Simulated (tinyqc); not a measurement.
# Convergence with the number of shells

Model: Gupta-type many-body potential for a metal. Computed by tinyqc, a small Python program. Command: `OMP_NUM_THREADS=1 python tinyqc.py 3008488 3008489 out.jsonl gupta sweep`. One thread of a shared host (Intel(R) Xeon(R) Processor @ 2.30GHz), about 0.01 s of CPU time with the checks.

E_i = sum_j A exp(-p (r_ij/r0 - 1)) - xi rho_i^gamma, with rho_i = sum_j exp(-2 q (r_ij/r0 - 1)); gamma = 1/2 is the tight-binding second-moment form. The crystal is fcc unless stated; d is the neighbour distance and a fixed number of shells is kept.

Inputs (values chosen for the exercise, for a model metal):

| quantity | value | unit |
|---|---|---|
| repulsion A | 0.0883 | eV |
| hopping xi | 0.987 | eV |
| decay p | 11.1 | - |
| decay q | 2.22 | - |
| reference distance r0 | 2.556 | angstrom |
| embedding exponent gamma | 0.55 | - |

Constants: 1 eV/angstrom^3 = 160.2176634 GPa.

Method:
- fcc shells: d sqrt(k), k = 1..5, with 12, 6, 24, 12, 24 atoms; Omega = d^3/sqrt2.
- Equilibrium: dE/dd = 0; B = d^2 E''(d)/(9 Omega).
- Repulsion and density of one neighbour in each shell, and their sums.
- Each neighbour j of the vacancy loses one repulsive term and one density term: E_v = sum_shells count x {-repulsion - xi [(rho - density)^gamma - rho^gamma]}. (The removed atom returns to a bulk-like site, so its own energy cancels.)

One run for each value:

| shells kept | cohesive energy E_c (eV) | neighbour distance d (angstrom) | bulk modulus B (GPa) | vacancy energy E_v (eV) |
|---|---|---|---|---|
| 1 | 2.8393 | 2.6205 | 113.18 | 1.2404 |
| 2 | 2.9872 | 2.6018 | 123.14 | 1.2864 |
| 3 | 3.1326 | 2.5780 | 134.37 | 1.3206 |
| 4 | 3.1549 | 2.5737 | 136.22 | 1.3243 |
| 5 | 3.1705 | 2.5704 | 137.52 | 1.3261 |

Over the rows, cohesive energy E_c (eV) rises from 2.84 to 3.17 (exponent d ln y / d ln x 0.073 between the first rows and 0.022 between the last); neighbour distance d (angstrom) falls from 2.620 to 2.570 (exponent d ln y / d ln x -0.010 between the first rows and -0.0059 between the last); bulk modulus B (GPa) rises from 113 to 138 (exponent d ln y / d ln x 0.12 between the first rows and 0.043 between the last).
